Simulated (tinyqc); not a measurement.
## Ionisation constants from two fields

Question. alpha_n = an exp(-bn/E). Find bn and an.

alpha_n at 1990 and 3860 kV/cm (1/cm): 17.902960  53869.154

Solution. ln alpha is a straight line in 1/E with slope -bn and intercept ln an.

bn = 3.29e7 V/cm
an = 2.71e8 1/cm

Program tinyqc, `OMP_NUM_THREADS=1 python tinyqc.py 2120148 2120149 out.jsonl`; Intel Xeon 2.30GHz, shared host, one thread, about 0.07 s.
